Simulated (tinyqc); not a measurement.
Inside a calculation. Method: sp3 tight binding, zinc-blende lattice. One step of it, computed by the program tinyqc.

Problem. Bloch Hamiltonian at G. Slater-Koster rules over the four bonds with direction cosines (l, m, n): ss V_ss; s-px l V_sp; px-s -l V_sp; px-px l^2 V_pps + (1 - l^2) V_ppp; px-py l m (V_pps - V_ppp); each times exp(i k.d).

Parameters chosen for this model: zinc-blende lattice, anion at 0, cation at a/4 (1,1,1); V = eta hbar^2 / (m d^2), hbar^2/m = 7.619964 eV angstrom^2:
```
parameter,value,unit
a,4.940000,angstrom
d,2.139083,angstrom
Es anion,-12.700000,eV
Ep anion,-6.840000,eV
Es cation,-12.700000,eV
Ep cation,-6.840000,eV
eta ss,-1.570000,
eta sp,1.340000,
eta pp sigma,2.210000,
eta pp pi,-0.780000,
V ss,-2.614553,eV
V sp,2.231529,eV
V pp sigma,3.680358,eV
V pp pi,-1.298950,eV
```

k point G (2 pi / a): 0  0  0

Give: H(k) at G.

Solution.

H(k) at G (eV):
```
,a s,a px,a py,a pz,c s,c px,c py,c pz
a s,-12.700,0.000,0.000,0.000,-10.458,0.000,0.000,0.000
a px,0.000,-6.840,0.000,0.000,0.000,1.443,0.000,0.000
a py,0.000,0.000,-6.840,0.000,0.000,0.000,1.443,0.000
a pz,0.000,0.000,0.000,-6.840,0.000,0.000,0.000,1.443
c s,-10.458,0.000,0.000,0.000,-12.700,0.000,0.000,0.000
c px,0.000,1.443,0.000,0.000,0.000,-6.840,0.000,0.000
c py,0.000,0.000,1.443,0.000,0.000,0.000,-6.840,0.000
c pz,0.000,0.000,0.000,1.443,0.000,0.000,0.000,-6.840
```
